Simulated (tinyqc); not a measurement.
Specific resistance of a metal-semiconductor contact and its transmission-line measurement: one step, computed by the program tinyqc. Command: `OMP_NUM_THREADS=1 python tinyqc.py 3027493 3027494 out.jsonl contact walk`. One thread of a shared host (Intel(R) Xeon(R) Processor @ 2.30GHz), about 0.01 s of CPU time with the checks.

The barrier is parabolic (depletion approximation), energies E are normal energies counted from the band edge in the neutral semiconductor (downwards for holes), and the bias is zero. xi is an input, held fixed when other inputs move.

Task: Current crowding. Transmission-line model: transfer length L_T = sqrt(rho_c/R_sh); R_c = (R_sh L_T/W) coth(d/L_T). Limits: rho_c/(W d) for d << L_T, sqrt(rho_c R_sh)/W for d >> L_T.

Inputs (values chosen for the exercise, modelled on n-type silicon):

| quantity | value | unit |
|---|---|---|
| temperature T | 300 | K |
| sheet resistance R_sh | 210 | ohm |
| contact length d | 0.012 | micrometre |
| contact width W | 0.099 | micrometre |

Image-force lowering: left out.

specific contact resistance rho_c = 8.117235e-07 ohm cm^2

Give: transfer length L_T; d/L_T; contact resistance R_c; R_c W; short-contact limit; long-contact limit.

Result:

transfer length L_T = 0.6217 micrometre

d/L_T = 0.01930

contact resistance R_c = 68335 ohm

R_c W = 6765 ohm micrometre

short-contact limit = 68327 ohm

long-contact limit = 1319 ohm

The contact is short: the whole area carries current, and R_c scales as 1/d.
